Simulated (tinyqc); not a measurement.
Ideality, resistance and saturation current from three points.

Inverse problem. Well above I0 a diode obeys V = n Vt ln(I/I0) + Rs I. Find n, Rs and I0.

Parameters, values chosen for the exercise: temperature T = 200 K.

Constants: q = 1.602176634e-19 C, kB = 1.380649e-23 J/K, Vt = kB T/q. Results are converted to the units shown.

I (A): 0.00025  0.0023  0.021
V (V): 0.23652016  0.29195695  0.43715200

Solution. The equation is linear in a = n Vt, Rs and c = -a ln I0; three points give a 3 x 3 system.

n = 1.16
Rs = 5.40 ohm
I0 = 1.95e-9 A

Computed by the program tinyqc: `OMP_NUM_THREADS=1 python tinyqc.py 2640013 2640014 out.jsonl`, one thread of a shared Intel Xeon 2.30GHz, about 0.01 s for the whole run.
